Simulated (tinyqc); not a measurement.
## Body thickness for a wanted scale length

Inverse problem. A double-gate structure has tan(pi ti/Lambda) tan(pi ts/(2 Lambda)) = ei/eps_r, both angles below pi/2. Find ts.

Values chosen for this exercise; permittivities: semiconductor close to that of gallium nitride, insulator close to that of hafnium oxide:
```
symbol  value  unit                                     meaning
eps_r    9.33        relative permittivity of the semiconductor
ei       21.9            relative permittivity of the insulator
ti        2.9    nm                         insulator thickness
```

Lambda = 17.567467 nm

Answer. The condition is explicit in ts: an arctangent, taken between 0 and pi/2.

ts = 14.90 nm

Numbers from tinyqc (`OMP_NUM_THREADS=1 python tinyqc.py 2420146 2420147 out.jsonl`; about 0.01 s on one thread of a shared Intel Xeon 2.30GHz).
